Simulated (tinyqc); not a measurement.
On-chip interconnect, size-dependent resistivity and RC delay: two steps of the calculation.

A rectangular line between two neighbours and two ground planes. Surface and grain-boundary scattering are added to the bulk resistivity as corrections; capacitances are parallel-plate values without fringing; inductance is ignored.

Values chosen for this exercise; metal values close to those of tungsten: bulk resistivity rho0 = 5.2 uohm cm; bulk mean free path lam = 15.4 nm; specular share of surface scattering ps = 0; reflection coefficient of grain boundaries Rg = 0.36; grain size over the metal width gr = 1; drawn line width wd = 77 nm; aspect ratio, height over width AR = 1.8; liner on both walls and the bottom, not conducting tl = 1.1 nm; space to the neighbouring lines sp = 120 nm; dielectric height to the planes above and below hd = 86 nm; relative permittivity of the dielectric ek = 3.9; Miller factor of the neighbours Mf = 0; line length Lw = 37 um; driver resistance Rd = 3000 ohm; load capacitance Cl = 0.93 fF.

Constants: eps0 = 8.8541878128e-12 F/m. Results are converted to the units shown.

Question 1. Resistivity, resistance and capacitance per length. Metal width x = wd - 2 tl, height y = AR wd - tl; grain boundaries (Mayadas-Shatzkes): al = (lam/(gr x)) Rg/(1 - Rg), g = 1/[1 - 3 al/2 + 3 al^2 - 3 al^3 ln(1 + 1/al)] - 1; surfaces (Fuchs-Sondheimer, thick limit): s = (3/8) lam (1 - ps)(1/x + 1/y); rho = rho0 (1 + g + s); r = rho/(x y); c = eps0 ek (2 wd/hd + 2 Mf AR wd/sp).

Give: x; y; al; g; s; rho; r; c.

Answer 1.

x = 74.80 nm
y = 137.5 nm
al = 0.1158
g = 0.1683
s = 0.1192
rho = 6.695 uohm cm
r = 6.509 ohm/um
c = 0.06184 fF/um

Question 2. Ladder and Elmore delays. 5 equal pi sections: series Rs = r Lw/5; node capacitances c Lw/5, halved at nodes 0 and 5, with Cl added to node 5; Rd feeds node 0. Elmore delay of node k: the sum, over the resistors on the path to k, of resistance times all capacitance downstream of it.

r = 6.5093611 ohm/um
c = 0.061835177 fF/um

Wanted: Rs; C; Elmore delay.

Answer 2.

Rs = 48.169 ohm

```
node,C (fF),Elmore delay (ps)
0,0.22879,9.6537
1,0.45758,9.7977
2,0.45758,9.9196
3,0.45758,10.020
4,0.45758,10.097
5,1.1588,10.153
```

The far-end value equals Rd (c Lw + Cl) + r Lw (c Lw/2 + Cl) for any number of pi sections; the line resistance contributes 4.92 % of it.

Numbers from tinyqc (`OMP_NUM_THREADS=1 python tinyqc.py 2100135 2100136 out.jsonl`; about 0.01 s on one thread of a shared Intel Xeon 2.30GHz).
